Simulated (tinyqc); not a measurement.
Implant damage, amorphisation by cascade overlap, and solid-phase epitaxial regrowth: one step, computed by the program tinyqc.

Range and width of the damage are inputs. Dynamic annealing enters only through the surviving share f.

Problem. The amorphous layer. Displaced share x(z) = f nu Q exp(-(z - R_d)^2/(2 s_d^2))/(sqrt(2 pi) s_d N); the layer is amorphous where x > x_c, between R_d -/+ s_d sqrt(2 ln(x_max/x_c)), the upper edge being cut at the surface. Threshold dose Q_c = Q x_c/x_max.

Inputs (values chosen for the exercise, modelled on phosphorus ions in silicon):
```
quantity                         value    unit
atomic density N                  49.9  1/nm^3
depth of the damage peak R_d        11      nm
width of the damage profile s_d    6.3      nm
share of defects that survive f   0.81       -
critical displaced share x_c      0.17       -
dose Q                           4e+14  1/cm^2
```

displacements per ion nu = 240.7523

Give: peak displaced share x_max; threshold dose Q_c; upper edge; lower edge.

Solution.

peak displaced share x_max = 0.9899

threshold dose Q_c = 6.869e+13 1/cm^2

upper edge = 0 nm

lower edge = 22.83 nm

The layer reaches the surface.
